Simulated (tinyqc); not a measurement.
Grain-boundary diffusion: Harrison regimes, Fisher and Le Claire analysis, Hart average. From one set of inputs to another, one input at a time. Computed by tinyqc, a small Python program. Command: `OMP_NUM_THREADS=1 python tinyqc.py 3014633 3014634 out.jsonl gbdiff ladder`. One thread of a shared host (Intel(R) Xeon(R) Processor @ 2.30GHz), about 0.01 s of CPU time with the checks.

A boundary is a slab of width delta with diffusivity D_b, normal to a surface held at constant concentration; it leaks into grains of diffusivity D.

The inputs printed are set A. Inputs not listed in the table keep their values of set A, so the rows need not describe a real material.

Inputs (values chosen for the exercise, for a model polycrystal):
```
quantity                          value   unit
lattice prefactor D0            3.7e-05  m^2/s
lattice activation energy E        4.22     eV
boundary prefactor D0b          1.5e-05  m^2/s
boundary activation energy E_b     2.42     eV
boundary width delta               0.78     nm
segregation factor s                 10      -
grain size d                       0.65     um
temperature T                      1490      K
time t                            43000      s
```

Constants: k_B = 8.617333262e-05 eV/K.

Method:
- D = D0 exp(-E/(k_B T)), D_b = D0b exp(-E_b/(k_B T)).
- Triple product P = s delta D_b.
- Hart average for parallel slabs: f = delta/d, D_eff = (s f D_b + (1 - f) D)/(1 - f + s f); share of the boundaries = s f D_b/(s f D_b + (1 - f) D); depth sqrt(D_eff t).
- Fisher: the mean concentration falls as exp(-y/y_F), y_F = sqrt(P) (pi t/(4 D))^(1/4), with the boundary equation P d2c/dy2 = 2 c sqrt(D/(pi t)). Le Claire (from the Whipple solution): ln c falls as -(y/y_L)^(6/5) with P = 1.322 sqrt(D/t) y_L^2.

Each row keeps all changes above it:
```
input moved                                                                      from             to  Le Claire depth y_L (um)  share of the boundaries  depth sqrt(D_eff t) (um)
set A                                                                               -              -                    16.426                  0.99983                      7.07
grain size d (um)                                                                0.65          0.035                    16.426                  0.99999                     27.95
segregation factor s                                                               10              1                     5.194                  0.99991                      9.69
boundary prefactor D0b (m^2/s) and boundary activation energy E_b (eV)  1.5e-05, 2.42  2.7e-05, 1.93                    46.973                  1.00000                     87.58
lattice prefactor D0 (m^2/s) and lattice activation energy E (eV)       3.7e-05, 4.22  1.8e-05, 3.93                    31.978                  0.99999                     87.58
temperature T (K)                                                                1490           1680                    31.489                  0.99997                    204.91
time t (s)                                                                      43000          77000                    36.426                  0.99997                    274.20
```

Which inputs carry the difference?

Le Claire depth y_L goes from 16.4 to 36.4, a factor 2.22 in all. The largest single move comes from boundary prefactor D0b with boundary activation energy E_b (a factor 9.04), and segregation factor s works against it (a factor 0.316). Depth sqrt(D_eff t) goes from 7.07 to 274, a factor 38.8 in all. The largest single move comes from boundary prefactor D0b with boundary activation energy E_b (a factor 9.04), and segregation factor s works against it (a factor 0.347). The single moves hold for this order of the switches; the total does not depend on the order.

Caution (rows set A, grain size d, segregation factor s, boundary prefactor D0b): outside regime A (which needs sqrt(D t) above about 3 d) the Hart average and its depth are formal: they describe a profile only in regime A or at steady state. Caution (rows grain size d, segregation factor s, boundary prefactor D0b, lattice prefactor D0, temperature T, time t): the Fisher and Le Claire forms need regime B with beta above 10.

Extremes, crossings and ranges named in words are read from the listed rows.
